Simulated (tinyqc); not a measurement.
# Worked calculation: delta-doped HEMT, charge control

Computed by the program tinyqc: `OMP_NUM_THREADS=1 python tinyqc.py 2180037 2180038 out.jsonl`, one thread of a shared Intel Xeon 2.30GHz, about 0.01 s for the whole run. Printed values are rounded.

A two-dimensional electron gas of density ns under a barrier. EF and the subbands are counted from the conduction-band edge of the channel at the interface. Two subbands of a triangular well with an infinite wall, parabolic band, no carriers in the barrier.

Values chosen for this exercise; material values close to those of AlGaAs on GaAs:

| symbol | value | unit | meaning |
|---|---|---|---|
| T | 300 | K | temperature |
| d | 20 | nm | barrier thickness from gate to channel |
| ds | 4.6 | nm | undoped spacer next to the channel |
| me | 0.067 | m0 | electron mass in the channel |
| ec | 13.2 |  | relative permittivity of the channel |
| ebr | 11.9 |  | relative permittivity of the barrier |
| phiB | 0.977 | eV | barrier height of the gate |
| dEc | 0.225 | eV | conduction-band offset |
| ND | 3.5e12 | cm^-2 | sheet density of the donor plane at ds from the channel |
| eta | 0.5 |  | share of ns that counts in the confining field |
| Nb | 0 | cm^-2 | depletion charge of the buffer |
| Vg | 0.26 | V | gate voltage |

Constants: q = 1.602176634e-19 C, kB = 1.380649e-23 J/K, hbar = 1.054571817e-34 J s, m0 = 9.1093837015e-31 kg, Vt = kB T/q, eps0 = 8.8541878128e-14 F/cm where lengths are in cm, hbar^2/(2 m0) = 0.0380998212 eV nm^2. Results are converted to the units shown.

## Barrier and off voltage

Fully depleted barrier with eb = ebr: Vp = q ND (d - ds)/(eps0 eb); donors per area ND; Voff = phiB - dEc - Vp.

Vp = 0.819603 V
donors per area = 3.5e12 cm^-2
eb = 11.9
Voff = -0.0676029 V

## Starting value

ns = 6.5e11 cm^-2, about 0.6 of eps0 eb (Vg - Voff)/(q d).

ns at the start = 6.5e11 cm^-2

## Iteration 1: new ns

F = q (eta ns + Nb)/(eps0 ec) in eV/nm; E_k = a_k (C F^2/me)^(1/3), a_0 = 2.338107, a_1 = 4.087949, C = hbar^2/(2 m0); D = me m0 q/(pi hbar^2); ns = D Vt [ln(1 + exp((EF - E_0)/Vt)) + ln(1 + exp((EF - E_1)/Vt))], which gives EF = E_0 + Vt ln{2 s/[(1 + u) + sqrt((1 + u)^2 + 4 u s)]} with s = exp(ns/(D Vt)) - 1, u = exp((E_0 - E_1)/Vt). Substitution: ns(new) = eps0 eb (Vg - Voff - EF)/(q d) - Nb.

E_0 = 0.0524479 eV
E_1 = 0.0916999 eV
EF = 0.0527176 eV
ns after iteration 1 = 9.03872e11 cm^-2

## Iteration 2: new ns

As before.

E_0 = 0.0653417 eV
E_1 = 0.114243 eV
EF = 0.0799122 eV
ns after iteration 2 = 8.14451e11 cm^-2

## Course of the iteration

Stop when the step is below 1e-10 of the value, or after 30 iterations.

Course of the iteration:
```
iteration  ns before the step (cm^-2)  step (cm^-2)
1                              6.5e11       2.54e11
2                          9.03872e11      -8.94e10
3                          8.14451e11       2.99e10
4                          8.44358e11      -1.02e10
5                          8.34192e11        3.44e9
6                          8.37628e11       -1.16e9
7                          8.36464e11        3.94e8
8                          8.36858e11       -1.33e8
9                          8.36725e11        4.51e7
...                               ...           ...
14                         8.36759e11       -2.01e5
15                         8.36758e11        6.79e4
16                         8.36759e11       -2.30e4
17                         8.36759e11          7780
18                         8.36759e11         -2630
19                         8.36759e11           892
20                         8.36759e11          -302
21                         8.36759e11           102
22                         8.36759e11         -34.6
```

Converged in 22 iterations. At the solution the slope of the map is -(eps0 eb/(q d)) dEF/dns = -0.34: the steps alternate in sign and shrink by about that factor.

## Fermi level, second subband and capacitance

converged ns = 8.36759e11 cm^-2

F = q (eta ns + Nb)/(eps0 ec) in eV/nm; E_k = a_k (C F^2/me)^(1/3), a_0 = 2.338107, a_1 = 4.087949, C = hbar^2/(2 m0); D = me m0 q/(pi hbar^2); ns = D Vt [ln(1 + exp((EF - E_0)/Vt)) + ln(1 + exp((EF - E_1)/Vt))], which gives EF = E_0 + Vt ln{2 s/[(1 + u) + sqrt((1 + u)^2 + 4 u s)]} with s = exp(ns/(D Vt)) - 1, u = exp((E_0 - E_1)/Vt). Gate capacitance C = q dns/dVg = eps0 eb/(d + dd), dd = (eps0 eb/q) dEF/dns. dEF/dns by central differences over +/- 0.01 % of ns.

EF = 0.0731280 eV
share of the second subband = 19.5988 %
dd = 6.77011 nm
C = 0.393591 uF/cm^2

The rise of EF with ns acts as 6.77 nm of extra barrier, 33.9 % of d. EF is 0.33 of the band offset dEc.
